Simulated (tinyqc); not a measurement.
Growing the supercell: Koster-Slater impurity in a tight-binding band, by Green functions and by supercells. Computed by tinyqc, a small Python program. Command: `OMP_NUM_THREADS=1 python tinyqc.py 3030384 3030385 out.jsonl kosterslater sweep`. One thread of a shared host (Intel(R) Xeon(R) Processor @ 2.30GHz), about 0.09 s of CPU time with the checks.

One orbital per site, e(k) = -2 t sum cos(k_i) over 3 direction(s), band from -6 t to 6 t, lattice constant 1. One site has the extra energy U. Spin is left out.

Inputs (values chosen for the exercise, for a model band): hopping t = 1.1 eV; impurity potential U = -8.12 eV.

Lattice: simple cubic.

Method:
- Outside the band G0(E) = (1/pi) int_0^pi dk (2/(pi z)) K(16 t^2/z^2), z = E + 2 t cos k, K the complete elliptic integral with parameter m; 200 Gauss-Legendre points.
- A bound state solves 1/U = G0(E).
- Bisection in ln(distance from the edge) between 1e-5 t and |U| + t. Weight on the impurity site: -1/(U^2 dG0/dE), by a central difference with step min(1e-4 t, distance/30). Decay length along an axis: 1/arccosh(1 + distance/(2 t)).
- In a periodic cell of N sites along each direction with Bloch vector K, the level solves 1/U = N^-d sum_k 1/(E - e(k)), k_i = (2 pi m_i + K_i)/N, m_i = 0..N-1; the outermost root on the side of U is taken (bisection). d is the number of directions. Gamma means K_i = 0, the zone corner K_i = pi, the quarter point K_i = pi/2.
- The error is measured against the isolated level E_b.

One run for each value:

| supercell edge N (sites) | error at Gamma (eV) | width between Gamma and the corner (eV) | level at Gamma (eV) | level at the quarter point (eV) |
|---|---|---|---|---|
| 2 | -9.270e-01 | 1.878e+00 | -9.998 | -9.043 |
| 3 | -1.700e-01 | 3.229e-01 | -9.241 | -9.070 |
| 4 | -3.105e-02 | 5.912e-02 | -9.102 | -9.071 |
| 5 | -5.898e-03 | 1.142e-02 | -9.077 | -9.071 |
| 6 | -1.176e-03 | 2.308e-03 | -9.072 | -9.071 |
| 8 | -5.228e-05 | 1.039e-04 | -9.071 | -9.071 |
| 10 | -2.549e-06 | 5.089e-06 | -9.071 | -9.071 |

Over the rows, error at Gamma (eV) rises from -0.927 to -2.55e-6 (exponent d ln y / d ln x -4.2 between the first rows and -14 between the last); width between Gamma and the corner (eV) falls from 1.88 to 5.09e-6 (exponent d ln y / d ln x -4.3 between the first rows and -14 between the last); level at Gamma (eV) rises from -10.00 to -9.07.

Extremes, crossings and ranges named in words are read from the listed rows.
